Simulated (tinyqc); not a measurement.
# Wide-gap-emitter heterojunction bipolar transistor, Gummel numbers and transit times, step by step

Computed by the program tinyqc: `OMP_NUM_THREADS=1 python tinyqc.py 2320028 2320029 out.jsonl`, one thread of a shared Intel Xeon 2.30GHz, about 0.01 s for the whole run. Printed values are rounded.

One-dimensional n-p-n transistor in the forward active mode at low injection. In the base p(x) = NB exp(-eta x/wb) and ni(x)^2 = ni^2 exp((g0 + g1 x/wb)/Vt); electrons leave the base at vsat; band spikes at the emitter junction and recombination inside the emitter are ignored.

Inputs (values chosen for the exercise); band and dielectric values close to those of gallium arsenide:
- T = 400 K (temperature)
- Eg = 1.41 eV (band gap)
- eps_r = 12.7 (relative permittivity)
- Nc = 6.82e17 cm^-3 (conduction-band density of states at T)
- Nv = 1.41e19 cm^-3 (valence-band density of states at T)
- vsat = 7.94e6 cm/s (saturation velocity)
- wb = 84 nm (neutral base width)
- NB = 1.9e19 cm^-3 (base doping at the emitter edge)
- eta = 0 (doping falls as exp(-eta x/wb))
- g0 = 0 eV (gap reduction at the emitter edge of the base)
- g1 = 0.022 eV (further gap reduction across the base (linear))
- Dn = 23 cm^2/s (electron diffusion coefficient in the base)
- NE = 2.4e17 cm^-3 (emitter doping)
- gE = -0.4 eV (gap reduction in the emitter (negative: wider gap))
- we = 57 nm (neutral emitter width)
- Dp = 1.3 cm^2/s (hole diffusion coefficient in the emitter)
- Se = 3e6 cm/s (recombination velocity at the emitter contact)
- tb = 8e-11 s (electron lifetime in the base)
- NC = 2.8e16 cm^-3 (collector doping)
- VCB = 1.6 V (collector-base reverse bias)

Constants: q = 1.602176634e-19 C, kB = 1.380649e-23 J/K, Vt = kB T/q, eps0 = 8.8541878128e-14 F/cm where lengths are in cm. Results are converted to the units shown.

Range of the model: Heavy doping makes emitter or base degenerate; gE and g0 are to be read as apparent gap changes that include this.

## Base Gummel number and transit time

f(x) = p(x) ni^2/ni(x)^2; I(x) = integral from x to wb of f/Dn, plus f(wb)/vsat; base Gummel number GB = I(0); electron density per unit flux n/(J/q) = I/f; base transit time tauB = integral of I/f over the base. Trapezoid rule on 8 equal steps.

```
point	x (nm)	f (cm^-3)	I (s/cm^4)	I/f (s/cm)
0	0.0000	1.9e19	6.39601e12	3.36632e-7
1	10.5000	1.75431e19	5.56188e12	3.17042e-7
2	21.0000	1.61978e19	4.79170e12	2.95824e-7
3	31.5000	1.49557e19	4.08059e12	2.72844e-7
4	42.0000	1.38089e19	3.42400e12	2.47956e-7
5	52.5000	1.27500e19	2.81777e12	2.21001e-7
6	63.0000	1.17723e19	2.25802e12	1.91807e-7
7	73.5000	1.08696e19	1.74119e12	1.60189e-7
8	84.0000	1.00361e19	1.26399e12	1.25945e-7
```

GB = 6.39601e12 s/cm^4
tauB = 2.03485 ps

With 4000 steps GB = 6.393e12 s/cm^4 and tauB = 2.036 ps. A uniform base would give wb^2/(2 Dn) + wb/vsat = 2.59 ps; the built-in field, a drop of 0.638 Vt across the base, shortens the transit by a factor of 1.27.

## Gain, Early voltage and collector delay

ni = sqrt(Nc Nv) exp(-Eg/(2 Vt)), Eg in volts; GE = NE exp(-gE/Vt)(we/Dp + 1/Se); JC = J0 exp(VBE/Vt), J0 = q ni^2/GB; gain limited by back injection GE/GB, by base recombination tb/tauB, together 1/beta = the sum of the inverses; collector layer one-sided, Wc = sqrt(2 eps0 eps_r (Vbc + VCB)/(q NC)), Vbc = Vt ln(p(wb) NC/ni^2), Cjc = eps0 eps_r/Wc; Early voltage VA = GB q p(wb)/(f(wb) Cjc [1/Dn - (eta + g1/Vt)/(wb vsat)]), f(wb) = p(wb) exp(-(g0 + g1)/Vt), p(wb) = NB exp(-eta); tauC = Wc/(2 vsat).

ni = 4.06343e9 cm^-3
GE = 1.24092e17 s/cm^4
J0 = 4.13606e-13 A/cm^2
GE/GB = 19401.4
tb/tauB = 39.3150
beta = 39.2355
Wc = 381.962 nm
Cjc = 0.294396 fF/um^2
VA = 1943.41 V
tauC = 2.40530 ps

The gain is limited more by recombination in the base. beta VA = 76300 V.
